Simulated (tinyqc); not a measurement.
Comparisons within one model: deformation potentials from a strained empirical pseudopotential. A value that a table varies takes the place of the one given here.

Diamond lattice, no spin-orbit coupling. Atomic form factor V(q) = a1 (q^2 - a2)/(a3 exp(a4 q^2) - 1) in rydberg with q in 1/bohr, for the unstrained cell. Under a strain e the reciprocal vectors and k go over into (1 + e)^(-1) G, the atoms sit at +/- tau with tau = (1 + e) a (1,1,1)/8 - zeta a (eyz, ezx, exy)/4, and H(G,G') = c |k + G|^2 delta + (V(q)/det(1 + e)) cos(q.tau), q = G - G', with the term q = 0 left out; c = hbar^2/2m0. The basis is fixed before straining: all G with |k + G|^2 up to 16 (2 pi/a)^2. k is given in units of 2 pi/a of the unstrained cell.

Constants: hbar^2/2m0 = 3.80998211 eV angstrom^2; Ry = 13.60569312 eV; a0 (Bohr radius) = 0.5291772105 angstrom.

Inputs chosen for the exercise (a germanium-sized cell with gaps well above those of Ge; shifted at random, so the results belong to these values and not to a real crystal):

| symbol | value | unit | meaning |
|---|---|---|---|
| a | 5.652 | angstrom | lattice constant |
| A | (0.397, 2.429, 2.077, 0.458) |  | a1 (Ry bohr^2), a2 (1/bohr^2), a3, a4 (bohr^2) |
| h | 0.001 |  | size of the test strain |
| kD | 0.82 | 2 pi/a | position of the Delta minimum |
| a1 | 0.397 |  |  |
| a2 | 2.429 |  |  |
| a3 | 2.077 |  |  |
| a4 | 0.458 |  |  |

## The internal displacement

Xu of L (level 5, the lowest empty one) and d from exy = eyz = ezx = h for several zeta: Xu = [E(L [111]) - E(L [1-1-1])]/((8/3) h), d = (single valence level - pair)/(3 sqrt(3) h). zeta = 0 strains the bonds with the lattice; zeta = 1 keeps all four bond lengths equal to first order.

Results:

| zeta | Xu (L) (eV) | d (eV) |
|---|---|---|
| 0.00 | 9.07 | 1.58 |
| 0.25 | 10.23 | -0.75 |
| 0.50 | 11.39 | -3.07 |
| 0.60 | 11.86 | -4.01 |
| 0.75 | 12.56 | -5.40 |
| 1.00 | 13.72 | -7.73 |

From zeta = 0 to 1, d goes from 1.58 to -7.73 eV and Xu (L) from 9.07 to 13.72 eV, both nearly linearly: the displacement is an optical-phonon mode, and d = d(0) - zeta d0/4 gives its deformation potential d0 = 37 eV. Leaving the relaxation out (zeta = 0 for 0.5) moves d by +4.66 eV, which reverses its sign, and Xu (L) by -2.32 eV. Tetragonal strain has no such freedom.

## Size of the test strain

e = diag(-h/2, -h/2, h). Xu = [E(Delta z) - E(Delta x)]/(1.5 h) at fixed kD, b = [E(Z) - E(X, Y)]/(4.5 h); one-sided from +h alone, central from +h and -h.

Results (eV):

| h | Xu one-sided | Xu central | b one-sided | b central |
|---|---|---|---|---|
| 0.0010 | 7.810 | 7.813 | -2.958 | -2.954 |
| 0.0025 | 7.805 | 7.813 | -2.963 | -2.954 |
| 0.0050 | 7.798 | 7.813 | -2.971 | -2.954 |
| 0.0100 | 7.783 | 7.814 | -2.988 | -2.955 |
| 0.0200 | 7.754 | 7.817 | -3.022 | -2.955 |
| 0.0300 | 7.728 | 7.822 | -3.057 | -2.956 |

From h = 0.001 to 0.03 the one-sided Xu drifts by -0.082 eV and the central one by +0.009 eV; for b the drifts are -0.099 and -0.001 eV. The central difference cancels the term of second order in the strain, so its error goes as h^2. At h = 0.02 the linear law errs by 0.8 % for the valley splitting and 2.3 % for the valence splitting.

## What each parameter of the potential does

Gaps from the valence top to level 5 at Gamma and level 5 at (kD,0,0) and L, and their deformation potentials [E(+h) - E(-h)]/(3 ln((1 + h)/(1 - h))) for e = +/- h 1, h = 0.002. The row for the lattice constant keeps V(q) without the volume factor, so it is not a strain. Each row changes one parameter from the base and keeps the others.

Results:

| case | Gamma (eV) | Delta (eV) | L (eV) | potential Gamma (eV) | potential Delta (eV) | potential L (eV) |
|---|---|---|---|---|---|---|
| base | 1.544 | 1.127 | 1.047 | -8.75 | 0.92 | -2.82 |
| a = 5.709 angstrom | 1.341 | 1.360 | 1.099 | -8.93 | 0.62 | -3.02 |
| a1 = 0.393 | 1.522 | 1.056 | 1.000 | -8.66 | 0.95 | -2.79 |
| a2 = 2.453 | 1.407 | 1.188 | 1.029 | -8.79 | 0.86 | -2.86 |
| a3 = 2.056 | 1.564 | 1.223 | 1.107 | -8.84 | 0.90 | -2.86 |
| a4 = 0.463 | 1.485 | 1.053 | 0.987 | -8.60 | 1.01 | -2.73 |

The largest shifts from the base row, up to three for each result and ties (the steps differ in size, so this ranks the rows, not the parameters). Gamma (eV): a -0.203, a2 -0.137, a4 -0.059. Delta (eV): a +0.233, a3 +0.096, a4 -0.073. L (eV): a4 -0.060, a3 +0.060, a +0.052. potential Gamma (eV): a -0.18, a4 +0.14, a3 -0.10. potential Delta (eV): a -0.30, a4 +0.08, a2 -0.06. potential L (eV): a -0.19, a4 +0.09, a2 -0.04, a1 +0.04.

(tinyqc, `OMP_NUM_THREADS=1 python tinyqc.py 1880283 1880284 out.jsonl`, Intel(R) Xeon(R) Processor @ 2.30GHz, 1 thread, shared host, about 0.2 s.)
